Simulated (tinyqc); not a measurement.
Inside a calculation. Model: specific resistance of a metal-semiconductor contact and its transmission-line measurement. Computed by tinyqc, a small Python program that keeps every step. Command: `OMP_NUM_THREADS=1 python tinyqc.py 3002138 3002139 out.jsonl contact walk`. One thread of a shared host (Intel(R) Xeon(R) Processor @ 2.30GHz), about 0.01 s of CPU time with the checks. Intermediate numbers are printed to about 6 digits and carried at full precision; extremes and crossings named in words are read from the listed rows.

The barrier is parabolic (depletion approximation), energies E are normal energies counted from the band edge in the neutral semiconductor (downwards for holes), and the bias is zero. xi is an input, held fixed when other inputs move.

Inputs (values chosen for the exercise, modelled on n-type 4H-SiC):
```
quantity                                         value          unit
tunnelling mass m                                  0.3           m_0
permittivity eps                                   9.7             -
Richardson constant A*                             141  A/(cm^2 K^2)
barrier height phi_B                              0.97            eV
doping N                                         1e+18        1/cm^3
Fermi level above the band edge in the bulk, xi  -0.16            eV
temperature T                                      500             K
sheet resistance R_sh                            32000           ohm
contact length d                                   3.5    micrometre
contact width W                                   0.91    micrometre
```

Image-force lowering: left out.

Constants: hbar = 1.054571817e-34 J s; eps_0 = 8.8541878128e-12 F/m; m_0 = 9.1093837015e-31 kg; k_B = 8.617333262e-05 eV/K; e = 1.602176634e-19 C.

## Tunnelling energy and barrier

E_00 = (e hbar/2) sqrt(N/(eps eps_0 m)); band bending E_b = phi_B + xi; depletion width w = sqrt(2 eps eps_0 E_b/(e^2 N)).

E_00 = 10.8838 meV

E_00/k_B T = 0.252603

depletion width = 29.4688 nm

barrier used, above the bulk band edge = 0.81 eV

By the usual rule this is thermionic emission (E_00 < 0.5 k_B T).

## Transmission and supply

WKB transmission for E < E_b, with a = E/E_b: D = exp{-(E_b/E_00) [sqrt(1 - a) - a ln((1 + sqrt(1 - a))/sqrt(a))]}; D = 1 above. f = 1/(1 + exp((E - xi)/k_B T)).

E, D, f and D f at E/E_b = 0.05, 0.15, 0.3, 0.45, 0.6, 0.75, 0.9, 0.98:
```
E/E_b  E (eV)            D            f          D f
0.05   0.0405  1.04074e-28  9.43909e-03  9.82364e-31
0.15   0.1215  9.28079e-23  1.45202e-03  1.34759e-25
0.30   0.2430  4.89862e-16  8.66765e-05  4.24595e-20
0.45   0.3645  8.06183e-11  5.16738e-06  4.16586e-16
0.60   0.4860  1.03634e-06  3.08040e-07  3.19233e-13
0.75   0.6075  1.42912e-03  1.83629e-08  2.62427e-11
0.90   0.7290  2.01540e-01  1.09465e-09  2.20615e-10
0.98   0.7938  8.68577e-01  2.43287e-10  2.11314e-10
```

Among these points D f is largest at E/E_b = 0.9; for a non-degenerate tail the peak lies at E/E_b = 1/cosh^2(E_00/k_B T) = 0.939.

## Specific contact resistance

At zero bias 1/rho_c = (e A*/k_B^2) int D(E) f(E) dE, f = 1/(1 + exp((E - xi)/k_B T)); 200 Gauss-Legendre points from 0 to E_b, and k_B T ln(1 + exp((xi - E_b)/k_B T)) for the part above the barrier; the share of tunnelling is the part below.

specific contact resistance rho_c = 1.31860 ohm cm^2

share of tunnelling = 81.9798 %

rho_c by thermionic emission alone = 7.31734 ohm cm^2

Tunnelling lowers rho_c by a factor 5.55. The field-emission exponent (E_b - xi)/E_00 is 89.1, the thermionic one (E_b - xi)/k_B T is 22.5.

## Current crowding

Transmission-line model: transfer length L_T = sqrt(rho_c/R_sh); R_c = (R_sh L_T/W) coth(d/L_T). Limits: rho_c/(W d) for d << L_T, sqrt(rho_c R_sh)/W for d >> L_T.

transfer length L_T = 64.1921 micrometre

d/L_T = 0.0545238

contact resistance R_c = 4.14414e+07 ohm

R_c W = 3.77117e+07 ohm micrometre

short-contact limit = 4.14004e+07 ohm

long-contact limit = 2.25731e+06 ohm

The contact is short: the whole area carries current, and R_c scales as 1/d.

## A transmission-line measurement read back

Transmission-line model: transfer length L_T = sqrt(rho_c/R_sh); R_c = (R_sh L_T/W) coth(d/L_T). Two contacts a gap s apart give R = 2 R_c + R_sh s/W. A straight-line fit gives R_sh from the slope and R_c from the intercept; the simple reading takes L_x = R_c W/R_sh as the transfer length and rho_c = R_sh L_x^2.

Resistances:
```
gap s (micrometre)      R (ohm)
1200                1.25081e+08
2400                1.67278e+08
4700                2.48158e+08
9400                4.13432e+08
19000               7.51015e+08
```

L_x = 1178.49 micrometre

rho_c by the simple reading = 444.428 ohm cm^2

simple reading over true value = 337.045

The simple reading is 337 times too high, the factor coth^2(d/L_T): it holds only for d above about 2 L_T.

Checks made by the program: closed WKB exponent against numerical integration over the parabolic barrier (relative difference below 1e-10).
